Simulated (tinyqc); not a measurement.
Density dependence: plasmons of a degenerate electron gas in the random-phase approximation.

Zero temperature, parabolic band: kF = (3 pi^2 n)^(1/3), EF = c kF^2/m, Ep^2 = 8 pi c e2 n/(m eb), qTF^2 = 6 pi e2 n/(eb EF), c = hbar^2/2m0, e2 = e^2/(4 pi eps0), n in 1/angstrom^3 (1e-24 per 1/cm^3).

Lindhard function: eps(q, E)/eb = 1 + (qTF/q)^2 (f1 + i f2) with z = q/(2 kF), u = E/(hbar vF q), hbar vF = 2 c kF/m; f1 = 1/2 + [h(z - u) + h(z + u)]/(8 z), h(x) = (1 - x^2) ln|(x + 1)/(x - 1)|; f2 = pi u/2 for z + u < 1, (pi/(8 z))(1 - (z - u)^2) for |z - u| < 1 < z + u, else 0. Pairs exist for c (q^2 - 2 q kF)/m < E < c (q^2 + 2 q kF)/m.

Constants: hbar^2/2m0 = 3.80998211 eV angstrom^2; e^2/(4 pi eps0) = 14.39964547 eV angstrom; a0 (Bohr radius) = 0.5291772105 angstrom.

Values chosen for the exercise (out of a larger set: mass and background constant near those of GaSb; polar phonons, which mix with the plasmon in the real crystal, and the rise of the mass with filling are left out, as are the L valleys, which fill above about 0.08 eV; not measured data): n = 1.1e+18 1/cm^3 (electron density); m = 0.0402 m0 (mass); eb = 14.2 (background dielectric constant).

n is multiplied by the factor listed.

Results:
```
factor     rs  EF (meV)  Ep (meV)  Ep/EF  qc/kF  alpha = 3 EF/(5 Ep)
0.10    0.693     20.82     16.30  0.783  0.486                0.767
0.20    0.550     33.06     23.05  0.697  0.445                0.860
0.50    0.405     60.89     36.45  0.599  0.395                1.002
1.0     0.321     96.66     51.55  0.533  0.360                1.125
2.0     0.255     153.4     72.90  0.475  0.329                1.263
5.0     0.188     282.6     115.3  0.408  0.291                1.471
10      0.149     448.6     163.0  0.363  0.266                1.651
```

How do the results move, and what explains it?

Over two decades Ep grows by 10.0 (n^(1/2)) and EF by 21.5 (n^(2/3)), so Ep/EF falls from 0.783 to 0.363 as sqrt(rs), and qc/kF from 0.486 to 0.266: in a dense gas the plasmon enters the continuum earlier on the scale of kF. alpha is the coefficient in E = Ep + alpha hbar^2 q^2/(m m0).

tinyqc: `OMP_NUM_THREADS=1 python tinyqc.py 1651101 1651102 out.jsonl`; about 0.01 s, one thread, shared Intel(R) Xeon(R) Processor @ 2.30GHz.
